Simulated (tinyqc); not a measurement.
Comparisons within one model: parabolic quantum dot in a magnetic field (Fock-Darwin). A value that a table varies takes the place of the one given here.

Two dimensions, V = m w0^2 r^2/2, one valley. hbar wc = 2 muB B/m, W = sqrt(w0^2 + wc^2/4), E(n, l, s) = (2n + |l| + 1) hbar W - l hbar wc/2 + s gs muB B, n = 0, 1, ..., l = 0, +/-1, ..., s = +/-1/2; length lam = sqrt(2c/(m hbar W)), c = hbar^2/2m0.

Two electrons, first order in the Coulomb energy: the singlet (0,0)^2 has 2W + J0 and the lowest triplet (0,0)(0,1) has 3W - wc/2 + J0/2 - Ez, with J0 = sqrt(pi/2) q/(eps lam), q = e^2/(4 pi eps0), Ez = |gs| muB B.

Exact treatment: the centre of mass separates with energy W, and the relative motion obeys [-(2c/m) Laplacian + (2c/m) r^2/(2 lam^2)^2 + q/(eps r)] psi = e_l psi for angular number l, solved in 14 Gaussians r^l exp(-a r^2), a = 1.7^i/(4 lam^2), i = -3 to 10. E(S) = W + e_0, E(T) = W + e_1 - wc/2 - Ez.

Constants: muB = 5.788381798e-05 eV/T; hbar^2/2m0 = 3.80998211 eV angstrom^2; e^2/(4 pi eps0) = 14.39964547 eV angstrom.

Values chosen for the exercise (near those of a gate-defined dot in GaAs; the results hold for these values, not for the real material):

| symbol | value | unit | meaning |
|---|---|---|---|
| m | 0.0695 | m0 | mass |
| gs | -0.45 |  | g factor |
| w0 | 5.2 | meV | confinement energy hbar w0 |
| Bs | (0, 0.78, 1.6, 2.5, 3.7, 5.6, 8.1) | T | fields |
| eps | 12.6 |  | dielectric constant |
| B | 3.07 | T | magnetic field |

## Levels against field

Six orbital levels without the Zeeman term.

Levels (meV):

| B (T) | (0,0) | (0,1) | (0,-1) | (0,2) | (1,0) | (0,3) |
|---|---|---|---|---|---|---|
| 0 | 5.200 | 10.400 | 10.400 | 15.600 | 15.600 | 20.800 |
| 0.78 | 5.240 | 9.831 | 11.130 | 14.422 | 15.721 | 19.013 |
| 1.6 | 5.368 | 9.403 | 12.069 | 13.439 | 16.104 | 17.474 |
| 2.5 | 5.601 | 9.121 | 13.285 | 12.640 | 16.804 | 16.159 |
| 3.7 | 6.045 | 9.007 | 15.171 | 11.970 | 18.134 | 14.933 |
| 5.6 | 6.985 | 9.306 | 18.634 | 11.628 | 20.956 | 13.949 |
| 8.1 | 8.518 | 10.289 | 23.782 | 12.061 | 25.553 | 13.832 |

(0,2) crosses (0,-1) where W = 3 wc/2, that is wc = w0/sqrt(2), B = 2.21 T, and (0,3) crosses it at W = wc, B = 3.60 T. States with n = 0 and l >= 0 draw together into the lowest Landau level: their spacing W - wc/2 shrinks from 5.20 to 1.77 meV, while (0,-1) climbs to 15.26 meV above (0,0).

## Singlet against triplet in a field

For each field, first order and exact.

Energies (meV):

| B (T) | J0 | W - wc/2 | Ez | E(T) - E(S), first order | exact |
|---|---|---|---|---|---|
| 0 | 9.864 | 5.200 | 0.000 | 0.268 | 2.55 |
| 0.78 | 9.902 | 4.591 | 0.020 | -0.381 | 1.91 |
| 1.6 | 10.022 | 4.035 | 0.042 | -1.017 | 1.28 |
| 2.5 | 10.238 | 3.519 | 0.065 | -1.665 | 0.66 |
| 3.7 | 10.635 | 2.963 | 0.096 | -2.451 | -0.09 |
| 5.6 | 11.433 | 2.321 | 0.146 | -3.541 | -1.12 |
| 8.1 | 12.625 | 1.772 | 0.211 | -4.752 | -2.24 |

Exactly, the triplet drops below the singlet between 2.5 and 3.7 T. First order puts the crossing between 0 and 0.78 T; with J0/W = 1.90 at zero field it misses the splitting there by 2.28 meV. From the first row to the last the orbital cost falls by 3.43 meV, the Coulomb gain J0/2 (half direct, half exchange) grows by 1.38 meV and the Zeeman gain by 0.21 meV. States of higher angular number, which take over at higher fields, in soft dots already within such a table, are left out.

## What each parameter does

The two modes W +/- wc/2, lam and the exact E(T) - E(S), with q = e^2/(4 pi eps0) and Ez = |gs| muB B. Each row changes one parameter from the base and keeps the others.

Results:

| case | upper mode (meV) | lower mode (meV) | lam (angstrom) | E(T) - E(S) (meV) |
|---|---|---|---|---|
| base | 8.352 | 3.238 | 137.6 | 0.29 |
| B = 1.84 T | 6.954 | 3.889 | 142.2 | 1.11 |
| w0 = 6.5 meV | 9.542 | 4.428 | 125.3 | 1.06 |
| m = 0.0799 m0 | 7.880 | 3.432 | 129.9 | 0.43 |
| gs = -0.68 | 8.352 | 3.238 | 137.6 | 0.25 |
| eps = 10.7 | 8.352 | 3.238 | 137.6 | 0.05 |

The largest shifts from the base row, up to three for each result and ties (the steps differ in size, so this ranks the rows, not the parameters). upper mode (meV): B -1.398, w0 +1.190, m -0.472; unchanged at the printed digits by gs and eps. lower mode (meV): w0 +1.190, B +0.651, m +0.194; unchanged at the printed digits by gs and eps. lam (angstrom): w0 -12.3, m -7.7, B +4.7; unchanged at the printed digits by gs and eps. E(T) - E(S) (meV): B +0.82, w0 +0.77, eps -0.24.

Computed by tinyqc, a small Python program: `OMP_NUM_THREADS=1 python tinyqc.py 1251139 1251140 out.jsonl` (the numbers bound the seed that draws the inputs); one thread of a shared host (Intel(R) Xeon(R) Processor @ 2.30GHz), about 0.06 s for the whole set of steps.
